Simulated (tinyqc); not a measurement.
Worked calculation: plane-wave Kohn-Sham cycle with exchange-only LDA in a layered model solid. One step of it, computed by the program tinyqc.

Problem. Iteration 1: Hamiltonian at one k. H(m,m') = (k + G_m)^2/2 delta + V(G_m - G_m'), with V(-G) = V(G).

A solid whose potential varies along x alone (atomic units):
```
parameter                      value
period a                    9.600000
cross-section of the cell  15.000000
electrons per cell                 2
grid points                       16
plane waves -n..n, n               3
k points                           2
V1 in V1 cos(2 pi x/a)     -0.400000
```

V(G_m), m = 0, 1, 2, ... (hartree): -0.236708  -0.200000  0.000000  0.000000  0.000000  0.000000  0.000000

k = 0.250000 2 pi / a

Give: H.

Solution.

H (hartree), lower triangle:
```
         -3       -2       -1       +0       +1       +2      +3
-3   1.3831
-2  -0.2000   0.4192
-1   0.0000  -0.2000  -0.1162
+0   0.0000   0.0000  -0.2000  -0.2233
+1   0.0000   0.0000   0.0000  -0.2000   0.0980
+2   0.0000   0.0000   0.0000   0.0000  -0.2000   0.8476
+3   0.0000   0.0000   0.0000   0.0000   0.0000  -0.2000  2.0256
```
